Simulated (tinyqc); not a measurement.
Changing the height L: global model of a low-pressure process discharge: electron temperature, density, ion flux and ion energy. Computed by tinyqc, a small Python program. Command: `OMP_NUM_THREADS=1 python tinyqc.py 3112697 3112698 out.jsonl plasma sweep`. One thread of a shared host (Intel(R) Xeon(R) Processor @ 2.30GHz), about 0.01 s of CPU time with the checks.

Maxwellian electrons with temperature T_e in eV, one positive ion, no negative ions, uniform bulk density n; rate constants have the Arrhenius form.

Inputs (values chosen for the exercise, of the order of those of an inductive discharge in a simple atomic gas):
```
quantity,value,unit
ion mass M,32,u
ionisation prefactor K0,5.4e-14,m^3/s
ionisation energy E_iz,15.6,eV
excitation prefactor X0,3.9e-14,m^3/s
excitation energy E_ex,10.3,eV
elastic rate constant K_el,8e-14,m^3/s
ion-neutral cross section,7.2e-19,m^2
pressure p,0.88,Pa
gas temperature T_g,500,K
radius R,24,cm
absorbed power P,120,W
```

Constants: k_B = 1.380649e-23 J/K; e = 1.602176634e-19 C; u = 1.6605390666e-27 kg; m_0 = 9.1093837015e-31 kg.

Method:
- n_g = p/(k_B T_g); lambda_i = 1/(n_g sigma); h_L = 0.86/sqrt(3 + L/(2 lambda_i)), h_R = 0.8/sqrt(4 + R/lambda_i); A_eff = 2 pi R^2 h_L + 2 pi R L h_R; d_eff = pi R^2 L/A_eff.
- Particle balance: K0 exp(-E_iz/T_e) n_g d_eff = u_B, u_B = sqrt(e T_e/M).
- Root found by bracketing.
- E_c = E_iz + (X0 exp(-E_ex/T_e) E_ex + K_el (3 m_0/M) T_e)/K_iz; wall potential V_s = (T_e/2) ln(M/(2 pi m_0)); E_T = E_c + 2 T_e + T_e/2 + V_s; n = P/(e u_B A_eff E_T); ion current density J = e h_L n u_B; ionised share n/n_g.

One run for each value:
```
height L (cm),T_e (eV),ion current density J (mA/cm^2),plasma density n (1/cm^3),d_eff (cm)
2.0,4.133,0.4493,1.828e+10,2.23
3.1,3.609,0.4302,1.990e+10,3.61
4.7,3.222,0.3986,2.108e+10,5.74
7.2,2.905,0.3542,2.181e+10,9.24
11.0,2.654,0.3004,2.186e+10,14.67
17.0,2.454,0.2386,2.092e+10,22.80
26.0,2.307,0.1773,1.885e+10,33.13
40.0,2.202,0.1210,1.575e+10,44.70
```

Over the rows, T_e (eV) falls from 4.13 to 2.20 (exponent d ln y / d ln x -0.31 between the first rows and -0.11 between the last); ion current density J (mA/cm^2) falls from 0.449 to 0.121 (exponent d ln y / d ln x -0.099 between the first rows and -0.89 between the last); plasma density n (1/cm^3) goes from 1.83e10 through a maximum among these rows, 2.19e10 at 11.0, to 1.58e10.

Extremes, crossings and ranges named in words are read from the listed rows.
